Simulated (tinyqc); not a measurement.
Finite-size error of a charged defect in a periodic cell: Madelung and Makov-Payne terms. Changing the width sigma of the defect charge. Computed by tinyqc, a small Python program. Command: `OMP_NUM_THREADS=1 python tinyqc.py 3027881 3027882 out.jsonl imagecharge sweep`. One thread of a shared host (Intel(R) Xeon(R) Processor @ 2.30GHz), about 0.05 s of CPU time with the checks.

L is the cube root of the cell volume. The defect charge is a Gaussian, rho(r) = q (2 pi sigma^2)^(-3/2) exp(-r^2/2 sigma^2), repeated periodically in a uniform neutralising background and screened by a continuum. The model cell energy is E(L) = E_0 + [periodic - isolated electrostatic energy].

Inputs (values chosen for the exercise, with screening close to that of beta-Ga2O3):

| quantity | value | unit |
|---|---|---|
| charge q | -2 | e |
| cell length L | 11.5 | angstrom |
| dielectric constant eps | 10.6 | - |
| formation energy of the isolated defect E_0 | 4.81 | eV |

Supercell lattice: fcc. Screening: isotropic.

Constants: e^2/(4 pi eps_0) = 14.39964548 eV angstrom.

Method:
- Cell vectors: (0,1,1), (1,0,1), (1,1,0), scaled to volume L^3.
- Ewald sum for a unit point charge: scale each Cartesian component of the cell by 1/sqrt(eps_i), giving R', G' and V'; E = [ (1/2) sum erfc(eta R')/R' + (2 pi/V') sum exp(-G'^2/4 eta^2)/G'^2 - eta/sqrt(pi) - pi/(2 V' eta^2) ] e^2/(4 pi eps_0) / sqrt(eps_x eps_y eps_z), over n_i = -6..6, omitting n = (0,0,0), eta = 2/V'^(1/3). alpha = -2 E eps_g L/(e^2/(4 pi eps_0)), eps_g = (eps_x eps_y eps_z)^(1/3).
- Periodic energy of the Gaussian: (2 pi q^2/V) sum_(G != 0) exp(-sigma^2 G^2)/(G.eps.G) x e^2/(4 pi eps_0), n_i = -k..k with k = max(9, L/sigma rounded up). Isolated energy: q^2/(2 sqrt(pi) sigma) <1/(n.eps.n)> e^2/(4 pi eps_0), the mean over directions n, here 1/eps.

One run for each value:

| width sigma of the defect charge (angstrom) | finite-size error (eV) | isolated energy (eV) | point-charge correction -q^2 E (eV) |
|---|---|---|---|
| 0.70 | -0.67137 | 2.1898 | 0.68237 |
| 0.88 | -0.66498 | 1.7419 | 0.68237 |
| 1.10 | -0.65520 | 1.3935 | 0.68237 |
| 1.40 | -0.63837 | 1.0949 | 0.68237 |
| 1.80 | -0.60963 | 0.8516 | 0.68237 |
| 2.20 | -0.57380 | 0.6968 | 0.68237 |
| 2.80 | -0.50919 | 0.5474 | 0.68237 |
| 3.50 | -0.43060 | 0.4380 | 0.68237 |

Over the rows, finite-size error (eV) rises from -0.671 to -0.431 (exponent d ln y / d ln x -0.042 between the first rows and -0.75 between the last); isolated energy (eV) falls from 2.19 to 0.438 (exponent d ln y / d ln x about -1.0 throughout); point-charge correction -q^2 E (eV) does not change. The exponent of isolated energy stays at -1: the self-energy goes as 1/sigma. The true error shrinks from 98 % to 63 % of the point-charge term as the charge spreads: a delocalised charge needs less correction.

Caution (rows 2.80, 3.50): the nearest image is closer than five widths, so the tails of the charge clouds overlap and the expansion in 1/L is no longer exact.
